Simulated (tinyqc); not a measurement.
Worked calculation: CCSD on RHF in the sto-3g basis, for H6, spin multiplicity 1. One step of it, computed by the program tinyqc.

Problem. Iteration 1: diagonalisation and new density. Diagonalise F' = X^T F X, C = X C', fill 3 alpha and 3 beta electrons from the bottom; D = 2 C_occ C_occ^T. Each column has its largest component positive (the first on a tie).

Fock matrix F (hartree), lower triangle:
```
           1H 1s      2H 1s      3H 1s      4H 1s      5H 1s      6H 1s
1H 1s  -0.252075
2H 1s  -0.468596  -0.349258
3H 1s  -0.184350  -0.407652  -0.356766
4H 1s  -0.058529  -0.186836  -0.492707  -0.357021
5H 1s  -0.010781  -0.043758  -0.187111  -0.408119  -0.349117
6H 1s  -0.002464  -0.010763  -0.058535  -0.184358  -0.468097  -0.251635
```

X, lower triangle:
```
           1H 1s      2H 1s      3H 1s      4H 1s      5H 1s     6H 1s
1H 1s   1.165983
2H 1s  -0.388854   1.286181
3H 1s   0.065996  -0.334150   1.296471
4H 1s  -0.014307   0.070981  -0.423129   1.296799
5H 1s   0.002408  -0.010195   0.071027  -0.334584   1.285997
6H 1s  -0.000594   0.002403  -0.014288   0.065988  -0.388253  1.165514
```

Give: F' = X^T F X; orbital energies; coefficients C; D after iteration 1.

Solution.

F' = X^T F X (hartree), lower triangle:
```
         1        2        3        4        5       6
1   0.0211
2  -0.4887   0.1065
3   0.0520  -0.4264   0.1207
4  -0.0282   0.0599  -0.5322   0.1209
5   0.0039  -0.0205   0.0599  -0.4269   0.1065
6  -0.0015   0.0039  -0.0282   0.0520  -0.4880  0.0209
```

orbital energies (hartree): MO1 -0.6890, MO2 -0.4921, MO3 -0.2377, MO4 0.2388, MO5 0.6208, MO6 1.0558

coefficients C:
```
          MO1      MO2      MO3      MO4      MO5      MO6
1H 1s  0.1738   0.3495   0.4614  -0.6438  -0.7159  -0.4724
2H 1s  0.2830   0.4051   0.2328   0.3840   0.8886   0.8288
3H 1s  0.3566   0.1464  -0.4244   0.5814  -0.3315  -1.0975
4H 1s  0.3567  -0.1472  -0.4239  -0.5805  -0.3330   1.0980
5H 1s  0.2830  -0.4047   0.2335  -0.3852   0.8876  -0.8289
6H 1s  0.1736  -0.3487   0.4624   0.6448  -0.7141   0.4717
```

D after iteration 1, lower triangle:
```
         1H 1s    2H 1s    3H 1s    4H 1s   5H 1s   6H 1s
1H 1s   0.7305
2H 1s   0.5963   0.5967
3H 1s  -0.1654   0.1228   0.6575
4H 1s  -0.3702  -0.1147   0.5712   0.6573
5H 1s   0.0310  -0.0589  -0.1149   0.1231  0.5968
6H 1s   0.2433   0.0310  -0.3708  -0.1655  0.5964  0.7311
```
